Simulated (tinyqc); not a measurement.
Frequency dispersion of an accumulation capacitance by border traps, distributed model: one step of the calculation.

Traps spread evenly through the insulator exchange electrons with the semiconductor by tunnelling, with tau(x) = t0 exp(2 ka x) at depth x from the interface. The admittance per area Y seen at depth x obeys dY/dx = -Y^2/(i w eps0 eox) + q Nb ln(1 + i w tau)/tau, with Y(0) = i w Cs and w = 2 pi f; the gate sees Y(tox) = G + i w C. Working variable y = Y/(i w), in uF/cm^2. Cox = eps0 eox/tox.

Problem. Midpoint steps through the active depth. In terms of y: dy/dx = -y^2/(eps0 eox) + s(x), s = q Nb ln(1 + z)/z, z = i w tau. 10 midpoint steps of h = xe/10: y_half = y + (h/2) y'(x, y), y(new) = y + h y'(x + h/2, y_half).

Parameters, values chosen for the exercise; permittivity close to that of hafnium oxide: relative permittivity of the insulator eox = 18.8; semiconductor capacitance in accumulation Cs = 6.3 uF/cm^2; density of border traps Nb = 5.4e19 cm^-3 eV^-1; decay constant of the wave function in the insulator ka = 5 1/nm; time constant of a trap at the interface t0 = 1e-9 s; frequency f = 10000 Hz; depth down to which the steps are taken xe = 1.5 nm.

Constants: q = 1.602176634e-19 C, eps0 = 8.8541878128e-14 F/cm where lengths are in cm. Results are converted to the units shown.

Wanted: x; s; y.

Solution.

| point | x (nm) | s (uF/(cm^2 nm)) | y (uF/cm^2) |
|---|---|---|---|
| 0 | 0 | 0.86518-0.00003i | 6.3000+0.0000i |
| 1 | 0.15000 | 0.86518-0.00012i | 6.0849+0.0000i |
| 2 | 0.30000 | 0.86517-0.00055i | 5.8921+0.0000i |
| 3 | 0.45000 | 0.86517-0.00245i | 5.7187-0.0002i |
| 4 | 0.60000 | 0.86499-0.01096i | 5.5622-0.0009i |
| 5 | 0.75000 | 0.86148-0.04883i | 5.4205-0.0043i |
| 6 | 0.90000 | 0.80025-0.19584i | 5.2897-0.0187i |
| 7 | 1.0500 | 0.43898-0.34610i | 5.1429-0.0620i |
| 8 | 1.2000 | 0.12465-0.19710i | 4.9492-0.0972i |
| 9 | 1.3500 | 0.02924-0.07221i | 4.7467-0.1062i |
| 10 | 1.5000 | 0.00660-0.02243i | 4.5542-0.1033i |

tinyqc, about 0.5 s, one thread, Intel Xeon 2.30GHz (shared host): `OMP_NUM_THREADS=1 python tinyqc.py 2202206 2202207 out.jsonl`
